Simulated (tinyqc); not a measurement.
Inside a calculation. Method: tight binding, honeycomb lattice. One step of it, computed by the program tinyqc.

Task: Levels at k. Diagonalise the Hermitian matrix.

H(k) at k (eV):
```
                     A                    B
A             0.728420  -3.167499-1.008077i
B  -3.167499+1.008077i            -0.991580
```

Give: eigenvalues; weights |c|^2 of the basis functions.

Result:

eigenvalues (eV): -3.565  3.302

weights |c|^2 of the basis functions:
```
   band 1  band 2
A   0.375   0.625
B   0.625   0.375
```
